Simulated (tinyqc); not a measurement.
From results to parameters: Hubbard dimer. Computed by the program tinyqc.

Problem. A two-site Hubbard model with two electrons has its ground state at (U - sqrt(U^2 + 16 t^2))/2, the triplet at 0 and the odd ionic singlet at U. Find t, U and the double occupancy per site.

singlet-triplet splitting = 1.876774 eV
gap from the ground state to the ionic odd singlet = 5.186774 eV

Solution. The difference of the two gaps is U and their product is 4 t^2; the double occupancy per site is (1 - U/sqrt(U^2 + 16 t^2))/4.

t, U (eV): 1.560  3.310
double occupancy per site = 0.133
